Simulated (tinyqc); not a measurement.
Changing the temperature T: configuration-coordinate model of a defect: Huang-Rhys factor and luminescence line shape. Computed by tinyqc, a small Python program. Command: `OMP_NUM_THREADS=1 python tinyqc.py 3001425 3001426 out.jsonl ccline sweep`. One thread of a shared host (Intel(R) Xeon(R) Processor @ 2.30GHz), about 0.05 s of CPU time with the checks.

Ground state E_g(Q) = (1/2) omega_g^2 Q^2; excited state E_e(Q) = E_0 + (1/2) omega_e^2 (Q - dQ)^2 with omega_e = omega_g and E_0 = E_ZPL. Q is mass-weighted; the dipole does not depend on Q (Condon approximation).

Inputs (values chosen for the exercise, for a model defect in a wide-gap host):
```
quantity                          value              unit
zero-phonon energy E_ZPL           4.51                eV
displacement dQ                    1.48  u^(1/2) angstrom
ground-state phonon hbar omega_g   51.6               meV
refractive index n_r               2.14                 -
transition dipole mu                2.4        e angstrom
quenching prefactor nu_0          2e+12               1/s
```

Modes: equal frequencies in both states.

Constants: hbar^2/u = 4.18015928e-03 eV angstrom^2; k_B = 8.617333262e-05 eV/K; hbar = 6.582119569e-16 eV s; e = 1.602176634e-19 C; eps_0 = 8.8541878128e-12 F/m; hbar = 1.054571817e-34 J s; c = 299792458 m/s.

Method:
- S = hbar omega dQ^2/(2 hbar^2/u) for each state; relaxation energy S hbar omega; absorption at E_0 + S_e hbar omega_e, emission at E_0 - S_g hbar omega_g; the Stokes shift is their difference.
- Overlaps <m_e|n_g> of harmonic-oscillator functions (Hermite recursion, positive leading coefficients) by a sum over an even grid (700 points from x = -9 to 9 + d for the small table, 1500 points from -16 to 16 + d for the thermal sums), with x = Q sqrt(omega_g/hbar), d = sqrt(2 S_g) and frequency ratio omega_e/omega_g.
- Initial levels m = 0..24 carry Boltzmann weights exp(-m hbar omega_e/k_B T), normalised; final levels n = 0..79; a line lies at E_ZPL + m hbar omega_e - n hbar omega_g with weight w_m <m|n>^2. Moments are taken over these weights without the E^3 factor; FWHM = 2 sqrt(2 ln 2) x standard deviation; the zero-phonon weight is the sum of w_m <m|m>^2.
- The curves cross at the root Q_c nearest dQ; the barrier is (1/2) omega_e^2 (Q_c - dQ)^2, with (1/2) omega^2 = (hbar omega)^2/(2 hbar^2/u). k_r = n_r omega^3 mu^2/(3 pi eps_0 hbar c^3) at the vertical emission energy, without local-field correction; k_nr = nu_0 exp(-barrier/k_B T) (Mott-Seitz); yield = k_r/(k_r + k_nr); T_1/2 = barrier/(k_B ln(nu_0/k_r)).

One run for each value:
```
temperature T (K)  FWHM from the second moment (eV)  zero-phonon weight  luminescence yield  mean emission energy (eV)
72                                           0.4469           1.396e-06                   1                      3.812
100                                          0.4479           1.906e-06                   1                      3.812
150                                          0.4551           7.332e-06                   1                      3.812
210                                          0.4734           3.928e-05                   1                      3.812
300                                          0.5122           2.324e-04                   1                      3.812
440                                          0.5808           1.116e-03                   1                      3.812
630                                          0.6717           3.270e-03                   1                      3.812
900                                          0.7887           6.825e-03                   1                      3.812
```

What does the table show, and why?

Over the rows, FWHM from the second moment (eV) rises from 0.447 to 0.789 (exponent d ln y / d ln x 0.0069 between the first rows and 0.45 between the last); zero-phonon weight rises from 1.40e-6 to 0.00683 (exponent d ln y / d ln x 0.95 between the first rows and 2.1 between the last). At the low end the exponent of FWHM from the second moment is 0.01, close to 0: zero-point motion sets the width. At the high end the exponent of FWHM from the second moment is 0.45, close to 0.50: the classical limit. The scale is hbar omega_g/k_B = 599 K: below about a third of it only the lowest level emits.

Caution (all rows): the curves cross far outside the range of the harmonic model, so the barrier and T_1/2 have no quantitative meaning.

Extremes, crossings and ranges named in words are read from the listed rows.
